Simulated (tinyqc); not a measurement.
# Gated graphene, quantum capacitance: what changes with what

phi is the Fermi level above the Dirac point, in volts; Vg is counted from the gate voltage of charge neutrality. Ideal linear bands, no charge puddles.

Parameters, values chosen for the exercise; values close to those of graphene: temperature T = 300 K; relative permittivity of the gate insulator (close to silicon dioxide) eox = 3.9; insulator thickness tox = 3.7 nm; Fermi velocity vF = 1.08e6 m/s; density of traps Dit = 0 cm^-2 eV^-1; gate voltage Vg = 1.19 V.

Constants: q = 1.602176634e-19 C, kB = 1.380649e-23 J/K, hbar = 1.054571817e-34 J s, Vt = kB T/q, eps0 = 8.8541878128e-14 F/cm where lengths are in cm. Results are converted to the units shown.

Each table varies one quantity; the others keep the values above.

## Effect of the gate voltage

N0 = (2/pi)(kB T/(hbar vF))^2; n = N0 F1(phi/Vt), p = N0 F1(-phi/Vt), F1(e) = int_0^infinity u du/(1 + exp(u - e)) = -Li2(-exp(e)); Cq = q d(n - p)/dphi = (q N0/Vt) ln[2 (1 + cosh(phi/Vt))]. Cox = eps0 eox/tox; Vg = phi + q (n - p + Dit phi)/Cox. 1/C_G = 1/Cox + 1/(Cq + q Dit); dphi/dVg = Cox/(Cox + Cq + q Dit).

The same in every row: Cox (uF/cm^2) = 0.9333.

Effect of the gate voltage:

| Vg (V) | phi (V) | n - p (cm^-2) | Cq (uF/cm^2) | C_G (uF/cm^2) | dphi/dVg | n + p (cm^-2) |
|---|---|---|---|---|---|---|
| -0.3 | -0.1202 | -1.047e12 | 2.436 | 0.6748 | 0.2770 | 1.049e12 |
| -0.09 | -0.04693 | -2.509e11 | 1.105 | 0.5059 | 0.4580 | 2.772e11 |
| 0.12 | 0.06003 | 3.493e11 | 1.309 | 0.5449 | 0.4162 | 3.655e11 |
| 0.33 | 0.1283 | 1.175e12 | 2.598 | 0.6866 | 0.2643 | 1.176e12 |
| 0.54 | 0.1771 | 2.114e12 | 3.576 | 0.7401 | 0.2070 | 2.114e12 |
| 0.76 | 0.2188 | 3.153e12 | 4.416 | 0.7704 | 0.1745 | 3.153e12 |
| 0.97 | 0.2532 | 4.176e12 | 5.110 | 0.7891 | 0.1544 | 4.176e12 |
| 1.18 | 0.2840 | 5.219e12 | 5.732 | 0.8026 | 0.1400 | 5.219e12 |
| 1.39 | 0.3122 | 6.278e12 | 6.302 | 0.8129 | 0.1290 | 6.278e12 |
| 1.6 | 0.3383 | 7.349e12 | 6.829 | 0.8211 | 0.1202 | 7.349e12 |

What does the comparison show?

As Vg goes from -0.3 to 1.6, Cq goes from 2.44 through a minimum of 1.10 (at Vg = -0.09 among the rows listed) to 6.83 uF/cm^2, C_G/Cox goes from 0.723 through a minimum of 0.542 (at Vg = -0.09 among the rows listed) to 0.880 and n - p rises from -1.05e12 to 7.35e12 cm^-2. Cq exceeds Cox in every row, so the insulator is the tighter limit, though Cq still cuts C_G by up to 46 %. At neutrality Cq is (q N0/Vt) ln 4 = 0.723 uF/cm^2, and far from it Cq grows as |phi|.

## Effect of the Fermi velocity

Same model as above.

The same in every row: Cox (uF/cm^2) = 0.93328.

Effect of the Fermi velocity:

| vF (m/s) | phi (V) | n - p (cm^-2) | Cq (uF/cm^2) | C_G (uF/cm^2) | dphi/dVg | n + p (cm^-2) |
|---|---|---|---|---|---|---|
| 6e5 | 0.16454 | 5.9734e12 | 10.766 | 0.85883 | 0.079769 | 5.9743e12 |
| 7e5 | 0.19131 | 5.8174e12 | 9.1935 | 0.84727 | 0.092160 | 5.8177e12 |
| 8e5 | 0.21717 | 5.6668e12 | 7.9893 | 0.83566 | 0.10460 | 5.6669e12 |
| 9e5 | 0.24221 | 5.5209e12 | 7.0402 | 0.82404 | 0.11705 | 5.5209e12 |
| 1e6 | 0.26650 | 5.3795e12 | 6.2741 | 0.81243 | 0.12949 | 5.3795e12 |
| 1.1e6 | 0.29006 | 5.2422e12 | 5.6437 | 0.80085 | 0.14190 | 5.2422e12 |
| 1.2e6 | 0.31294 | 5.1089e12 | 5.1164 | 0.78930 | 0.15427 | 5.1089e12 |
| 1.3e6 | 0.33517 | 4.9794e12 | 4.6692 | 0.77781 | 0.16658 | 4.9794e12 |
| 1.4e6 | 0.35677 | 4.8536e12 | 4.2854 | 0.76638 | 0.17884 | 4.8536e12 |

What does the table show?

As vF goes from 6e5 to 1.4e6, Cq falls from 10.8 to 4.29 uF/cm^2, C_G/Cox falls from 0.920 to 0.821 and n - p falls from 5.97e12 to 4.85e12 cm^-2. Cq exceeds Cox in every row, so the insulator is the tighter limit, though Cq still cuts C_G by up to 18 %.

tinyqc, about 0.01 s, one thread, Intel Xeon 2.30GHz (shared host): `OMP_NUM_THREADS=1 python tinyqc.py 2200007 2200008 out.jsonl`
